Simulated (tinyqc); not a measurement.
# Worked calculation: frequency dispersion of an accumulation capacitance by border traps, distributed model

Computed by the program tinyqc: `OMP_NUM_THREADS=1 python tinyqc.py 2202117 2202118 out.jsonl`, one thread of a shared Intel Xeon 2.30GHz, about 0.6 s for the whole run. Printed values are rounded.

Traps spread evenly through the insulator exchange electrons with the semiconductor by tunnelling, with tau(x) = t0 exp(2 ka x) at depth x from the interface. The admittance per area Y seen at depth x obeys dY/dx = -Y^2/(i w eps0 eox) + q Nb ln(1 + i w tau)/tau, with Y(0) = i w Cs and w = 2 pi f; the gate sees Y(tox) = G + i w C. Working variable y = Y/(i w), in uF/cm^2. Cox = eps0 eox/tox.

Parameters, values chosen for the exercise; permittivity close to that of silicon dioxide: relative permittivity of the insulator eox = 3.86; insulator thickness tox = 7.6 nm; semiconductor capacitance in accumulation Cs = 0.99 uF/cm^2; density of border traps Nb = 3.6e19 cm^-3 eV^-1; decay constant of the wave function in the insulator ka = 5.9 1/nm; time constant of a trap at the interface t0 = 8e-10 s; frequency f = 1e5 Hz; depth down to which the steps are taken xe = 1.1 nm.

Constants: q = 1.602176634e-19 C, eps0 = 8.8541878128e-14 F/cm where lengths are in cm. Results are converted to the units shown.

## Scales and lumped estimate

Cox; trap-free value 1/(1/Cox + 1/Cs); response depth d = ln(1/(w t0))/(2 ka), where w tau = 1; lumped estimate: all traps within d act as C_bt = q Nb d placed at d/2, so C = 1/{1/[1/(1/Cs + d/(2 eps0 eox)) + C_bt] + (tox - d/2)/(eps0 eox)}.

Cox = 0.4496995 uF/cm^2
trap-free C = 0.3092330 uF/cm^2
d = 0.6436955 nm
C_bt = 0.3712730 uF/cm^2
lumped C = 0.3433222 uF/cm^2

The traps within reach amount to 0.375 Cs and lie in the first 8.47 % of the insulator.

## Midpoint steps through the active depth

In terms of y: dy/dx = -y^2/(eps0 eox) + s(x), s = q Nb ln(1 + z)/z, z = i w tau. 8 midpoint steps of h = xe/8: y_half = y + (h/2) y'(x, y), y(new) = y + h y'(x + h/2, y_half).

```
point  x (nm)      s (uF/(cm^2 nm))         y (uF/cm^2)
0           0  0.5767835-0.0001450i  0.990000+0.000000i
1      0.1375  0.5767823-0.0007343i  1.028273-0.000044i
2       0.275  0.5767516-0.0037197i  1.063506-0.000263i
3      0.4125  0.5759648-0.0188042i  1.095830-0.001370i
4        0.55  0.5570030-0.0905840i  1.124891-0.006907i
5      0.6875  0.3553451-0.2301330i  1.140982-0.029233i
6       0.825  0.0987038-0.1457376i  1.116409-0.053848i
7      0.9625  0.0207439-0.0504291i  1.074341-0.060664i
8         1.1  0.0041443-0.0142475i  1.031194-0.059199i
```

## Capacitance and conductance at the gate

y at xe = 1.031194-0.059199i uF/cm^2

Beyond xe the traps are ignored, so 1/y(tox) = 1/y(xe) + (tox - xe)/(eps0 eox); C = Re y, G/w = -Im y, loss tangent G/(w C).

y at the gate = 0.3484937-0.0067416i uF/cm^2
C = 0.3484937 uF/cm^2
G/w = 0.006741561 uF/cm^2
loss tangent = 0.01934486

A fine integration over the whole insulator gives C = 0.34867 and G/w = 0.006918 uF/cm^2; the coarse G/w is 2.5 % below that. The fine C is 13 % above the trap-free value, and the lumped estimate is 1.5 % below the fine result.
